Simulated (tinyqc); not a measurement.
# All-pass ring resonator, step by step

Program tinyqc, `OMP_NUM_THREADS=1 python tinyqc.py 2650113 2650114 out.jsonl`; Intel Xeon 2.30GHz, shared host, one thread, about 0.01 s. Printed values are rounded.

A ring of length L = 2 pi Rr coupled to one bus waveguide: round-trip amplitude a = 10^(-al L/20), self-coupling t = sqrt(1 - k2). At detuning d from the resonance the round-trip phase is p = 2 pi d/FSR and the transmission T = (a^2 - 2 a t cos p + t^2)/(1 - 2 a t cos p + a^2 t^2). Lossless coupler, linear absorption only.

Inputs (values chosen for the exercise); values close to those of silicon waveguides: cold resonance wavelength lam = 1310 nm; ring radius Rr = 15 um; group index ng = 4.01; propagation loss al = 45 dB/cm; power coupling k2 = 0.043; thermo-optic change of the effective index dT = 0.00017 1/K; thermal resistance Rt = 3.7 K/mW; share of the loss that heats the ring fa = 0.53; input power Pin = 0.55 mW; laser detuning from the cold resonance dl = -31 pm.

Constants: c = 299792458 m/s. Results are converted to the units shown.

## Resonance parameters

FSR = lam^2/(ng L), finesse F = pi sqrt(a t)/(1 - a t), FWHM = FSR/F, Q = lam/FWHM, Tmin = (a - t)^2/(1 - a t)^2, power build-up k2 a^2/(1 - a t)^2, optical bandwidth c/(lam Q).

a = 0.952345
t = 0.978264
FSR = 4.54074 nm
F = 44.3610
FWHM = 102.359 pm
Q = 12798.1
Tmin = -8.42314 dB
build-up = 8.34661
bandwidth = 17.8815 GHz

The ring is undercoupled; critical coupling needs k2 = 1 - a^2 = 0.0930.

## Iteration 1: thermal shift of the resonance

s at the start = 0 pm

T is the transmission at d = dl - s, p = 2 pi d/FSR; out = (lam dT/ng) Rt fa (1 - T) Pin; s(new) = out.

d = -31 pm
T = 0.373570
out = 37.5223 pm
s after iteration 1 = 37.5223 pm

## Iteration 2: thermal shift of the resonance

As before.

d = -68.5223 pm
T = 0.693243
out = 18.3743 pm
s after iteration 2 = 18.3743 pm

## Course of the iteration: thermal shift of the resonance

Stop when s changes by less than 1e-7 pm, or after 200 iterations.

Course of the iteration:

| iteration | s (pm) | \|change\| (pm) |
|---|---|---|
| 1 | 37.5223 | 37.5 |
| 2 | 18.3743 | 19.1 |
| 3 | 26.5687 | 8.19 |
| 4 | 22.6471 | 3.92 |
| 5 | 24.4425 | 1.80 |
| 6 | 23.6022 | 0.840 |
| 7 | 23.9916 | 0.389 |
| 8 | 23.8103 | 0.181 |
| 9 | 23.8945 | 0.0842 |
| ... | ... | ... |
| 19 | 23.8678 | 3.97e-5 |
| 20 | 23.8678 | 1.85e-5 |
| 21 | 23.8678 | 8.59e-6 |
| 22 | 23.8678 | 3.99e-6 |
| 23 | 23.8678 | 1.86e-6 |
| 24 | 23.8678 | 8.63e-7 |
| 25 | 23.8678 | 4.01e-7 |
| 26 | 23.8678 | 1.87e-7 |
| 27 | 23.8678 | 8.67e-8 |

Converged in 27 iterations. At the end each change is about 0.46 times the one before, with alternating sign: linear convergence. The equation has 1 root(s).
